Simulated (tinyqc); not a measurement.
Inside a calculation. Model: molecular dynamics of a small cluster by velocity Verlet steps. Computed by tinyqc, a small Python program that keeps every step. Command: `OMP_NUM_THREADS=1 python tinyqc.py 3016992 3016993 out.jsonl verlet walk`. One thread of a shared host (Intel(R) Xeon(R) Processor @ 2.30GHz), about 0.1 s of CPU time with the checks. Intermediate numbers are printed to about 6 digits and carried at full precision; extremes and crossings named in words are read from the listed rows.

E = sum_i {sum_j A exp(-p (r_ij/r0 - 1)) - xi sqrt(rho_i)}, rho_i = sum_j exp(-2 q (r_ij/r0 - 1)); the force on i is -sum_j w_ij (R_i - R_j)/r_ij with w_ij = -(2p/r0) A exp(-p (r_ij/r0 - 1)) + (xi q/r0) exp(-2 q (r_ij/r0 - 1)) (rho_i^(-1/2) + rho_j^(-1/2)).

Inputs (values chosen for the exercise, for model atoms):
```
quantity               value      unit
length r0               2.35  angstrom
repulsion A            0.097        eV
hopping xi              1.22        eV
decay p                   12         -
decay q                 3.31         -
atomic mass M            182         u
time step dt             5.2        fs
steps                    100         -
target temperature T0    300         K
coupling time tau        100        fs
```

Potential: Gupta. Thermostat: Berendsen.

starting positions (angstrom):
```
           x     y      z
atom 1  0.03     0  -0.04
atom 2  2.19  0.04   0.05
atom 3  1.08  1.86   0.03
atom 4  1.13  0.62   1.78
atom 5  1.14  0.67  -1.74
```

starting velocities (angstrom/fs):
```
               x         y         z
atom 1  -0.00029  -0.00019   0.00049
atom 2  -0.00034   0.00013  -0.00175
atom 3   0.00029  -0.00092   0.00097
atom 4  -0.00058  -0.00068  -0.00021
atom 5   0.00092   0.00166    0.0005
```

Constants: 1 eV/(angstrom u) = 9.648533212e-03 angstrom/fs^2; k_B = 8.617333262e-05 eV/K.

## State at the start

Velocity Verlet: a = c F/M with c = 9.648533212e-3 angstrom/fs^2 per eV/(angstrom u); R(new) = R + v dt + a dt^2/2; v(new) = v + (a + a(new)) dt/2. Kinetic energy K = M v^2/(2c); temperature T = 2K/((3N - 3) k_B), rotation of the cluster included. After each step v is scaled by sqrt(1 + (dt/tau)(T0/T - 1)).

forces (eV/angstrom):
```
               x         y         z
atom 1  -0.81339  -0.60428   0.33887
atom 2   1.13096  -0.78337  -0.33927
atom 3  -0.07776   1.51725   0.10518
atom 4  -0.35497  -0.05062   0.68007
atom 5   0.11517  -0.07898  -0.78485
```

potential energy = -10.4428 eV

kinetic energy = 0.0954617 eV

temperature = 184.631 K

## Step 1

The formulas are those given above.

positions after step 1 (angstrom):
```
              x         y         z
atom 1  0.02791  -0.00142  -0.03721
atom 2  2.18904   0.04011   0.04066
atom 3  1.08145   1.85630   0.03512
atom 4  1.12673   0.61643   1.77940
atom 5  1.14487   0.67858  -1.73796
```

new forces (eV/angstrom):
```
               x         y         z
atom 1  -0.79240  -0.59680   0.28384
atom 2   1.15178  -0.82683  -0.23651
atom 3  -0.10203   1.60978   0.11408
atom 4  -0.31372  -0.09047   0.67399
atom 5   0.05637  -0.09569  -0.83540
```

velocities after step 1 (angstrom/fs):
```
                  x            y            z
atom 1  -0.00051990  -0.00036151   0.00058548
atom 2  -0.00002578  -0.00009348  -0.00186000
atom 3   0.00026966  -0.00049717   0.00101697
atom 4  -0.00068343  -0.00071116  -0.00002375
atom 5   0.00095945   0.00166332   0.00028131
```

total energy = -10.3441 eV

## Step 2

The formulas are those given above.

positions after step 2 (angstrom):
```
              x         y         z
atom 1  0.02464  -0.00373  -0.03396
atom 2  2.18973   0.03904   0.03082
atom 3  1.08278   1.85487   0.04049
atom 4  1.12295   0.61266   1.77976
atom 5  1.14990   0.68716  -1.73710
```

new forces (eV/angstrom):
```
               x         y         z
atom 1  -0.71039  -0.54787   0.22306
atom 2   1.10147  -0.82222  -0.12597
atom 3  -0.11934   1.60401   0.11691
atom 4  -0.26495  -0.12699   0.61880
atom 5  -0.00679  -0.10693  -0.83280
```

velocities after step 2 (angstrom/fs):
```
                  x            y            z
atom 1  -0.00073637  -0.00052595   0.00066376
atom 2   0.00028845  -0.00032490  -0.00193449
atom 3   0.00024222  -0.00005489   0.00106228
atom 4  -0.00077299  -0.00075065   0.00015642
atom 5   0.00097869   0.00165639   0.00005203
```

total energy = -10.3415 eV

## Fastest vibration

Relax the cluster, diagonalise the Hessian (central differences): omega_max = sqrt(c lambda_max/M). Verlet steps are stable for omega_max dt < 2.

omega_max = 0.0427776 1/fs

shortest period = 146.880 fs

omega_max dt = 0.222443

The step is 1/28.2 of the shortest period.

## The trajectory

Spread = largest minus smallest value. The test of the step is the spread (largest minus smallest) of the total energy over the run without thermostat, against the spread of K; the step passes below 5 %. The mean T is over the second half.

Course of the run (evenly spaced rows):
```
step  t (fs)    U (eV)    K (eV)  U + K (eV)    T (K)
0        0.0  -10.4428  0.095462    -10.3473  184.631
7       36.4  -10.5119  0.170898    -10.3410  330.532
14      72.8  -10.4182  0.088302    -10.3299  170.784
21     109.2  -10.4379  0.128638    -10.3093  248.797
28     145.6  -10.4448  0.141226    -10.3036  273.143
35     182.0  -10.5069  0.196197    -10.3107  379.462
42     218.4  -10.4344  0.121347    -10.3130  234.695
49     254.8  -10.3978  0.105737    -10.2921  204.504
56     291.2  -10.4350  0.151773    -10.2832  293.542
63     327.6  -10.5065  0.210678    -10.2958  407.470
70     364.0  -10.4670  0.157363    -10.3097  304.353
77     400.4  -10.3870  0.094642    -10.2923  183.045
84     436.8  -10.4758  0.188470    -10.2873  364.518
91     473.2  -10.5120  0.202786    -10.3092  392.206
98     509.6  -10.4453  0.134795    -10.3105  260.706
```

spread of the total energy = 9.37725e-04 eV

spread of the total over spread of K = 0.00727271

mean temperature = 310.955 K

The total energy keeps within 0.73 % of the swings of K, so the step passes. With the thermostat the mean T is 311 K, against the target 300 K; the scaling adds or removes energy, so U + K is not conserved in the table.

## Energy conservation against the time step

Velocity Verlet: a = c F/M with c = 9.648533212e-3 angstrom/fs^2 per eV/(angstrom u); R(new) = R + v dt + a dt^2/2; v(new) = v + (a + a(new)) dt/2. Kinetic energy K = M v^2/(2c); temperature T = 2K/((3N - 3) k_B), rotation of the cluster included. Runs without thermostat over the same span of time, steps x dt; spread = largest minus smallest value. For contrast, the energy gained over the first 30 dt (dt of the inputs) by explicit Euler steps: R(new) = R + v dt, v(new) = v + a dt.

Energy error (eV):
```
dt (fs)  omega_max dt  Verlet, spread of U + K  Euler, gain in U + K
0.65         0.027805              1.46492e-05               0.01782
1.30         0.055611              5.85742e-05               0.03851
2.60         0.111222              2.34323e-04               0.09028
5.20         0.222443              9.37725e-04               0.25021
10.40        0.444887              3.31921e-03               0.87529
15.60        0.667330              7.47670e-03               1.66217
```

The Verlet error grows as dt^2.00 between the first rows, the second order of the method. Euler steps gain energy steadily: over that short span the gain in the first row is already 1200 times the Verlet spread of the whole run, and it grows as dt^1.11, tending to the first order of that method as dt shrinks.

Checks made by the program: time reversal over 50 steps (relative difference below 1e-10).
